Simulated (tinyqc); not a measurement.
Width of the well: optical transitions of a finite quantum well.

Each carrier sees a square well of width L with its own depth V and masses m (inside), mb (outside); c = hbar^2/2m0, k = sqrt(m E/c), kappa = sqrt(mb (V - E)/c), and level n solves k L + 2 atan[(k/m)/(kappa/mb)] = n pi. The envelope is cos(kz) for odd n and sin(kz) for even n inside, joins exp(-kappa (|z| - L/2)) outside, and is normalised to 1. Excitons and band mixing are left out.

Constants: hbar^2/2m0 = 3.80998211 eV angstrom^2; hc = 1239.841984 eV nm.

Parameters, chosen for this exercise (near those of a GaAs well in AlGaAs; not measured data): Eg = 1.532 eV (gap of the well); Vc = 0.324 eV (conduction offset); Vv = 0.167 eV (valence offset); me = 0.0665 m0 (electron, well); meb = 0.1002 m0 (electron, barrier); mh = 0.363 m0 (heavy hole along z, well); mhb = 0.416 m0 (heavy hole, barrier); ml = 0.0925 m0 (light hole along z, well); mlb = 0.1153 m0 (light hole, barrier); Ls = (27, 36, 45, 60, 75, 101, 141) angstrom (widths).

Edge wavelength hc/(Eg + e1 + hh1), squared e1-hh1 overlap, lh1 - hh1, and the 1-2 intersubband energy with f_12 = (m1/c) E12 z_12^2, 1/m1 = <1|1/m|1> (dash: e2 unbound).

Results:
```
L (angstrom)  edge (nm)  overlap^2  lh1 - hh1 (meV)  E12 (meV)   f_12
27                712.8     0.9508             44.7          -      -
36                734.9     0.9621             40.0          -      -
45                750.5     0.9695             34.5      225.2  0.607
60                767.6     0.9776             26.7      185.1  0.972
75                778.3     0.9827             20.9      142.6  0.981
141               797.4     0.9926              8.9       56.2  0.966
```

Give the missing row, L (angstrom) = 101.

Computed row:
```
L (angstrom)  edge (nm)  overlap^2  lh1 - hh1 (meV)  E12 (meV)   f_12
101               789.2     0.9882             14.4       94.2  0.973
```

The edge tunes from 713 to 797 nm, towards hc/Eg = 809 nm, while the overlap goes from 0.951 to 0.993. e2 binds at L = pi sqrt(c/(me Vc)) = 41.8 angstrom; f_12 starts from zero there and is 0.607 at 45 angstrom, the rest going to the continuum; among the widths listed it peaks at 0.981 (75 angstrom) and is 0.966 in the widest well, against 0.961 for hard walls.

Program tinyqc; command `OMP_NUM_THREADS=1 python tinyqc.py 1252147 1252148 out.jsonl`; about 0.3 s on one thread of a shared Intel(R) Xeon(R) Processor @ 2.30GHz.
